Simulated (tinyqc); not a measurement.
Classical Heisenberg spin chain: exact results, Metropolis, heat-bath and over-relaxation steps, and a Monte Carlo run: one step, computed by the program tinyqc.

E = -J sum_i s_i . s_(i+1) for unit vectors s_i on an open chain; K = J/(k_B T).

Question. Four single-spin steps. The given spins are first normalised. Spins 2 and 3 are updated in turn, with h = K (sum of the two neighbours). Trial spin with z = 2 r1 - 1 and azimuth 2 pi r2; it is accepted if r3 < min(1, exp(h . s_trial - h . s_old)).

Inputs (values chosen for the exercise, for a model chain of large moments): temperature T = 182 K.

Update: Metropolis.

four neighbouring spins (rows; components x, y, z):
```
,1,2,3
1,-0.2574,0.1421,-0.9558
2,-0.2640,0.8902,-0.3712
3,-0.2762,0.7545,-0.5953
4,-0.9359,0.2668,0.2298
```

random numbers, one row a step:
```
,1,2,3
1,0.4974,0.6590,0.6851
2,0.6564,0.7562,0.5887
3,0.4305,0.2932,0.5744
4,0.7590,0.0070,0.1053
```

K = 0.8926552

Give: the table «Steps» with the columns |h|, h . s before, h . s trial, acceptance, accepted, x, y, z.

Answer.

Steps:
```
spin,|h|,h . s before,h . s trial,acceptance,accepted,x,y,z
2,1.669,1.352,-0.408,0.1720,no,-0.2640,0.8902,-0.3712
3,1.493,1.150,-1.059,0.1097,no,-0.2762,0.7545,-0.5953
2,1.669,1.352,1.083,0.7636,yes,-0.2655,0.9540,-0.1390
3,1.531,1.070,-0.834,0.1490,yes,0.8546,0.0376,0.5180
```
